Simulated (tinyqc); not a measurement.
Which roughness does what: X-ray reflectivity of a thin film on silicon: critical angles, Parratt recursion, fringes and roughness. Computed by tinyqc, a small Python program. Command: `OMP_NUM_THREADS=1 python tinyqc.py 3120687 3120688 out.jsonl xrr walk`. One thread of a shared host (Intel(R) Xeon(R) Processor @ 2.30GHz), about 0.01 s of CPU time with the checks.

n = 1 - delta + i beta; the classical electron radius is r_e = 2.8179403e-6 nm. Layer 0 is vacuum, 1 the film, 2 the substrate.

Inputs (values chosen for the exercise, modelled on TaN on silicon, copper K-alpha radiation):
```
quantity,value,unit
wavelength lambda,0.15406,nm
film density rho,15.2,g/cm^3
"effective electrons per unit mass, film",0.409,mol/g
"beta/delta, film",0.079,-
film thickness d,59.9,nm
roughness of the surface sigma_1,0.6,nm
roughness of the interface sigma_2,0.17,nm
substrate density,2.33,g/cm^3
"effective electrons per unit mass, substrate",0.507,mol/g
"beta/delta, substrate",0.023,-
grazing angle theta,1.95,degrees
```

Constants: N_A = 6.02214076e+23 1/mol.

Method:
- delta = r_e lambda^2 rho_e/(2 pi), rho_e = density x electrons per mass x N_A; critical angle sqrt(2 delta), q_c = 4 sqrt(pi r_e rho_e).
- k_j = (2 pi/lambda) sqrt(sin^2 theta - 2 delta_j + 2 i beta_j); r_ij = (k_i - k_j)/(k_i + k_j) x exp(-2 k_i k_j sigma^2) (Nevot-Croce); r = (r_01 + r_12 p)/(1 + r_01 r_12 p), p = exp(2 i k_1 d); R = |r|^2.
- Far above the critical angle the period is d theta = lambda/(2 d), or 2 pi/d in q; the envelope runs between (|r_01| - |r_12 p|)^2 and (|r_01| + |r_12 p|)^2; contrast = 2 a b/(a^2 + b^2) with a = |r_01|, b = |r_12 p|; roughness factors on the amplitudes are about exp(-q^2 sigma^2/2).
- R is averaged over one period above each angle (64 points); contrast = (max - min)/(max + min) of R theta^4 over that period. Cases: smooth; only sigma_1; only sigma_2; both.

period in theta = 0.0736810 degrees

Constants:
```
layer,rho_e (1/nm^3),delta,beta,critical angle (degrees),q_c (1/nm)
film,3743.84,3.98519e-05,3.14830e-06,0.511520,0.728215
substrate,711.40,7.57263e-06,1.74170e-07,0.222977,0.317437
```

Mean R and contrast:
```
theta (degrees),R smooth,contrast,"R, sigma_1","contrast, sigma_1","R, sigma_2","contrast, sigma_2","R, both","contrast, both"
0.8,1.5605e-02,0.42586,1.0855e-02,0.51933,1.5568e-02,0.42028,1.0821e-02,0.51303
1.2,2.4774e-03,0.65305,1.0783e-03,0.88389,2.4545e-03,0.63349,1.0552e-03,0.86691
1.8,5.3016e-04,0.79562,1.4629e-04,0.89451,5.1144e-04,0.74973,1.2847e-04,0.92973
2.5,1.4524e-04,0.86182,3.6871e-05,0.33365,1.3433e-04,0.77511,2.5946e-05,0.40108
3.5,3.9027e-05,0.90121,1.1241e-05,0.03885,3.3353e-05,0.73803,5.4593e-06,0.05148
```

What follows from these numbers?

At 2.5 degrees sigma_1 alone multiplies the mean R by 0.25 and sigma_2 alone by 0.92; the contrast goes from 0.86 (smooth) to 0.33 and 0.78.
